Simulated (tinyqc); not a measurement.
Free-carrier optics of a doped semiconductor (Drude model with one polar phonon), step by step. Values are carried at full precision from step to step, so a last printed digit may differ when a step is redone from the rounded ones.

eps(E) = ei [1 - Ep^2/(E^2 + i E Gam)] + (es - ei) wT^2/(wT^2 - E^2 - i E gT), with Ep^2 = 8 pi c (e^2/(4 pi eps0)) N/(m ei), c = hbar^2/2m0, N in 1/angstrom^3 (1e-24 per 1/cm^3); Gam = hbar/tau, tau = mu m m0/e with m0/e = 5.685630e-12 kg/C and mu in m^2/(V s). Energies in meV.

Constants: hbar^2/2m0 = 3.80998211 eV angstrom^2; e^2/(4 pi eps0) = 14.39964547 eV angstrom; hbar = 6.58211957e-16 eV s; hbar c = 1973.269805 eV angstrom.

Inputs chosen for the exercise (mass and dielectric values near those of InP; N and mu are free inputs; interband absorption and the rise of the mass with filling are left out; shifted at random, so the results belong to these values and not to a real crystal):
```
symbol  value    unit        meaning
N       2.8e+17  1/cm^3      carrier density
m       0.0856   m0          conductivity mass
mu      5700     cm^2/(V s)  mobility
ei      9.61                 high-frequency dielectric constant
wT      37       meV         TO phonon
es      12.62                static dielectric constant
gT      0.7      meV         phonon damping
E       13.4     meV         photon energy
```

## Plasma energy and damping

Evaluate Ep, tau, Gam, the plasma wavelength hc/Ep (hc = 1239.841984 eV nm) and the dc resistivity 1/(e N mu), e = 1.602176634e-19 C.

Ep = 21.664 meV
tau = 277.41 fs
Gam = 2.373 meV
plasma wavelength = 57.23 micrometre
rho = 0.00391 ohm cm

Ep/Gam = 9.13: the plasma edge is sharp.

## Dielectric function at one energy

Insert the numbers.

free-carrier term = -24.3547+4.3124i
eps = -11.2805+4.3397i

## Optical constants

n + i k = sqrt(eps1 + i eps2) with k >= 0; R = ((n - 1)^2 + k^2)/((n + 1)^2 + k^2) at normal incidence from vacuum; alpha = 2 E k/(hbar c), times 1e8 for 1/cm; loss function Im(-1/eps) = eps2/(eps1^2 + eps2^2).

Convert eps at the photon energy E (in meV) into the optical constants.

n = 0.6348
k = 3.4181
R = 0.8231
alpha = 4.64e+03 1/cm

Light of this energy penetrates 1/alpha = 2.15 micrometre.

## Coupled plasmon-phonon modes

Without damping eps = 0 gives E^4 - (wL^2 + Ep^2) E^2 + Ep^2 wT^2 = 0 with wL = wT sqrt(es/ei) (Lyddane-Sachs-Teller).

wL = 42.40 meV

L-, L+ (meV): 18.22  43.99

L+ lies 1.59 meV above the larger of wL and Ep; L- lies below wT by 18.78 meV.

## Checks

- Integral of E eps2 of the free-carrier term against (pi/2) ei Ep^2 (meV^2): both 7084.7.

Run: tinyqc, `OMP_NUM_THREADS=1 python tinyqc.py 1680356 1680357 out.jsonl`; Intel(R) Xeon(R) Processor @ 2.30GHz, one thread, shared host; about 0.01 s of CPU time with all checks.
